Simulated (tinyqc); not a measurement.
Carrier lifetime from Shockley-Read-Hall, radiative, Auger and surface recombination. Changing the surface velocity S. Computed by tinyqc, a small Python program. Command: `OMP_NUM_THREADS=1 python tinyqc.py 3026116 3026117 out.jsonl lifetime sweep`. One thread of a shared host (Intel(R) Xeon(R) Processor @ 2.30GHz), about 0.02 s of CPU time with the checks.

Energies are counted from the top of the valence band. Boltzmann statistics, full ionisation, and equal excess densities of electrons and holes.

Inputs (values chosen for the exercise, with bands modelled on ZnO):
```
quantity,value,unit
gap E_g,3.36,eV
electron mass m_e,0.265,m_0
valleys M_c,1,-
hole mass m_h,0.786,m_0
temperature T,300,K
doping N,7.3e+14,cm^-3
trap level E_t,1.92,eV
trap density N_t,8.8e+11,cm^-3
electron cross-section sigma_n,4.1e-16,cm^2
hole cross-section sigma_p,1e-14,cm^2
radiative coefficient B,7.2e-11,cm^3/s
Auger coefficient C_n,5.9e-31,cm^6/s
Auger coefficient C_p,5.8e-32,cm^6/s
excess density dn,4.7e+12,cm^-3
generation rate G,3e+20,cm^-3 s^-1
diffusion coefficient D,30,cm^2/s
thickness W,87,micrometre
```

Doping: n-type. Surface term: two equal surfaces.

Constants: m_0 = 9.1093837015e-31 kg; k_B = 1.380649e-23 J/K; h = 6.62607015e-34 J s; k_B = 8.617333262e-05 eV/K.

Method:
- N_c = 2 M_c (2 pi m_e k_B T/h^2)^(3/2) and N_v = 2 (2 pi m_h k_B T/h^2)^(3/2), masses in units of m_0.
- n_i = sqrt(N_c N_v) exp(-E_g/2 k_B T); majority density N/2 + sqrt(N^2/4 + n_i^2), minority density n_i^2 over it.
- v = sqrt(3 k_B T/m) with m_e or m_h; tau_n0 = 1/(sigma_n v_n N_t), tau_p0 = 1/(sigma_p v_p N_t); n1 = N_c exp(-(E_g - E_t)/k_B T), p1 = N_v exp(-E_t/k_B T).
- The slowest diffusion mode has x tan x = S W/(2 D) with 0 < x < pi/2 (bisection), and tau_s = W^2/(4 x^2 D). The common approximation is W/(2 S) + W^2/(pi^2 D).
- With n = n_0 + dn, p = p_0 + dn and U/dn = 1/tau: (n p - n_i^2)/dn = n_0 + p_0 + dn = s; 1/tau_SRH = s/[tau_p0 (n + n1) + tau_n0 (p + p1)]; 1/tau_rad = B s; 1/tau_Aug = (C_n n + C_p p) s; the rates add, with 1/tau_s.
- Radiative efficiency = tau_eff/tau_rad; effective diffusion length = sqrt(D tau_eff).
- dn solves dn/tau_eff(dn) = G (60 bisections in ln dn between 1e-2 and 1e22 cm^-3); the splitting of the quasi-Fermi levels is k_B T ln(n p/n_i^2).

One run for each value:
```
surface velocity S (cm/s),tau_s (s),effective lifetime at dn (s),quasi-Fermi splitting under G (eV),x
1.00e+00,4.350e-03,6.272e-06,2.932,0.012
1.00e+01,4.352e-04,6.192e-06,2.932,0.038
1.00e+02,4.371e-05,5.492e-06,2.929,0.120
1.00e+03,4.562e-06,2.643e-06,2.905,0.372
1.00e+04,6.600e-07,5.972e-07,2.851,0.978
1.00e+05,2.920e-07,2.790e-07,2.828,1.470
1.00e+06,2.592e-07,2.489e-07,2.825,1.560
1.00e+07,2.560e-07,2.460e-07,2.824,1.570
```

Over the rows, tau_s (s) falls from 0.00435 to 2.56e-7 (exponent d ln y / d ln x -1.00 between the first rows and -0.0054 between the last); effective lifetime at dn (s) falls from 6.27e-6 to 2.46e-7 (exponent d ln y / d ln x -0.0056 between the first rows and -0.0052 between the last); quasi-Fermi splitting under G (eV) falls from 2.93 to 2.82 (exponent d ln y / d ln x -4.5e-5 between the first rows and -5.3e-5 between the last). tau_s goes from W/2S at small S to the diffusion limit W^2/(pi^2 D) = 2.56e-7 s.

Extremes, crossings and ranges named in words are read from the listed rows.
